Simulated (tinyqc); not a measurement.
# Elastic trap-assisted tunnelling through a dielectric, step by step

Numbers from tinyqc (`OMP_NUM_THREADS=1 python tinyqc.py 2370103 2370104 out.jsonl`; about 0.04 s on one thread of a shared Intel Xeon 2.30GHz). Printed values are rounded.

Emitter at x = 0 (Fermi level 0), collector at x = t (Fermi level -V), band edge U(x) = phi - F x, F = V/t. A trap at x has the energy E = U(x) - Et. With G(u) = (4/(3 F)) sqrt(mo/C) max(u, 0)^1.5, C = hbar^2/(2 m0): S1 = G(phi - E) - G(Et), S2 = G(Et) - G(phi - V - E), T1,2 = exp(-S1,2). The steady rate through one trap is nu T1 T2 (f1 - f2)/(T1 + T2), f1 = f(E), f2 = f(E + V), f(y) = 1/(1 + exp(y/Vt)); both contacts offer states at E.

Parameters, values chosen for the exercise; dielectric values close to those of silicon dioxide:
```
symbol  value   unit                                           meaning
T         350      K                                       temperature
phi      3.01     eV             barrier above the emitter Fermi level
mo       0.49     m0                                   tunnelling mass
t           7     nm                                         thickness
Et       2.72     eV  trap depth below the band edge of the dielectric
Nt       2e18  cm^-3                                      trap density
nu       1e13    1/s                                 attempt frequency
n          11                                       points of the grid
V        0.79      V                                           voltage
xa       2.86     nm                              left end of the grid
xb       3.87     nm                             right end of the grid
```

Constants: q = 1.602176634e-19 C, kB = 1.380649e-23 J/K, hbar = 1.054571817e-34 J s, m0 = 9.1093837015e-31 kg, Vt = kB T/q, hbar^2/(2 m0) = 0.0380998212 eV nm^2. Results are converted to the units shown.

Range of the model: Phonon-assisted (inelastic) capture, chains of traps and a spread of trap depths are left out.

## Rate through a trap near the best position

n equally spaced x from xa to xb, where nearly all of the current flows; J = q Nt times the integral of the rate, by Simpson's rule.

```
point	x (nm)	E (eV)	S1	S2	f1 - f2	rate (1/s)
0	2.860000	-0.0327714	34.81581	46.80488	0.7477337	3.520822e-8
1	2.961000	-0.0441700	36.08063	45.71621	0.8122185	1.135916e-7
2	3.062000	-0.0555686	37.34781	44.62480	0.8632345	3.593554e-7
3	3.163000	-0.0669671	38.61735	43.53065	0.9020618	1.114127e-6
4	3.264000	-0.0783657	39.88925	42.43377	0.9307505	3.215547e-6
5	3.365000	-0.0897643	41.16349	41.33417	0.9514874	5.776343e-6
6	3.466000	-0.1011629	42.44008	40.23186	0.9662399	3.223367e-6
7	3.567000	-0.1125614	43.71901	39.12683	0.9766164	9.963712e-7
8	3.668000	-0.1239600	45.00028	38.01910	0.9838569	2.812914e-7
9	3.769000	-0.1353586	46.28388	36.90867	0.9888810	7.839267e-8
10	3.870000	-0.1467571	47.56980	35.79555	0.9923536	2.174506e-8
```

J = 5.019800e-14 A/cm^2

A converged quadrature gives 4.927e-14 A/cm^2; this grid is 1.9 % above that. The rate peaks at x = 3.37 nm; traps sink below the emitter Fermi level beyond x = 2.57 nm.

## The best-placed trap against direct tunnelling

xs = 3.37 nm

At x = xs: E, S1, S2 and the occupation (T1 f1 + T2 f2)/(T1 + T2). Direct tunnelling at E = 0 has S = (4/(3 F)) sqrt(mo/C) [phi^1.5 - max(phi - V, 0)^1.5].

E = -0.09032857 eV
S1 = 41.22663
S2 = 41.27967
occupation = 0.4887952
S of direct tunnelling = 81.11209

The harder of the two steps has S = 41.3, 50.9 % of the direct exponent: the trap splits one long tunnelling path into two short ones.
